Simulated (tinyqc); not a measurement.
Adding atomic layers: valley splitting of a silicon quantum well in envelope theory.

The well lies at 0 < z < L; U(z) = V0 [1/(1 + exp(z/w)) + 1/(1 + exp((L - z)/w))] - e F z, 1 mV/nm = 1e-4 eV/angstrom. The envelope psi solves -(c/ml) psi'' + U psi = E psi, c = hbar^2/2m0, by three-point differences on a grid of 0.1 angstrom from -40 to L + 40 angstrom. The two valleys at +/- k0 couple through D = C0 times the integral of exp(-i q z) U(z) psi^2, q = 2 k0 (2 pi/a), and split by Ev = 2|D|.

Constants: hbar^2/2m0 = 3.80998211 eV angstrom^2.

Parameters, chosen for this exercise (near those of a strained Si well in SiGe; not measured data): V0 = 0.2 eV (conduction offset); ml = 0.9 m0 (mass along z); F = 9.7 mV/nm (field pressing towards the upper interface); k0 = 0.832 2 pi/a (valley position); a = 5.431 angstrom (lattice constant); C0 = 0.249 (Bloch overlap factor); Ls = (102, 103.4, 104.7, 106.1, 107.4, 108.8, 110.1, 111.5) angstrom (widths in steps of one atomic layer, a/4, rounded to the grid); F2 = 0 mV/nm (second field, zero or weak); w1 = 0.5 angstrom (interface width for this table).

The smooth splitting Ev = 2|D| with w = w1, at the field F2 and at F.

Results:
```
L (angstrom)  q L mod 2 pi  Ev at F2 (micro-eV)  Ev at F (micro-eV)
102.0                 1.58                 1.22                74.9
103.4                 4.28                 8.85                74.9
104.7                 0.50                 3.42                74.9
106.1                 3.19                 6.67                74.9
107.4                 5.69                 6.53                74.9
108.8                 2.11                 2.97                74.9
110.1                 4.61                 7.45                74.9
111.5                 1.02                 1.07                74.9
```

What does the comparison show, and why?

At F2 the splitting swings between 1.07 and 8.85 micro-eV, a ratio of 8.29, as the two interfaces add with the phase q L, which advances on average by 2.61 rad a layer. At F the ratio is 1.00, where in the first row psi^2 at the upper interface is 2.06e+05 times that at the lower one: one interface dominates and the interference fades.

tinyqc: `OMP_NUM_THREADS=1 python tinyqc.py 1251285 1251286 out.jsonl`; about 0.08 s, one thread, shared Intel(R) Xeon(R) Processor @ 2.30GHz.
